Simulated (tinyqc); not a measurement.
# Series resistance and length offset from two lengths at two overdrives

Inverse problem. In strong inversion R W = Rsd + k(x)(L - dL), k(x) = (1 + th1 x)/(mu0 Cox x), x the overdrive, Cox = eps0 eox/tox, with Rsd and dL independent of x. Find dL, Rsd, mu0 and th1.

Parameters, values chosen for the exercise: relative permittivity of the gate insulator (close to silicon dioxide) eox = 3.9; insulator thickness tox = 4.9 nm.

Constants: eps0 = 8.8541878128e-14 F/cm where lengths are in cm. Results are converted to the units shown.

total resistance times width (ohm um):

|  | L = 0.11 um | L = 0.77 um |
|---|---|---|
| overdrive 0.41 V | 5966.09465 | 42953.9552 |
| overdrive 1.15 V | 3299.11636 | 22140.5266 |

Answer. At each overdrive R W is a straight line in L; the two lines cross at L = dL, R W = Rsd. Their slopes give k x = (1 + th1 x)/(mu0 Cox), a straight line in x.

dL = 0.01300 um
Rsd = 530.0 ohm um
mu0 = 81.00 cm^2/(V s)
th1 = 0.7600 1/V

Computed by the program tinyqc: `OMP_NUM_THREADS=1 python tinyqc.py 2210143 2210144 out.jsonl`, one thread of a shared Intel Xeon 2.30GHz, about 0.01 s for the whole run.
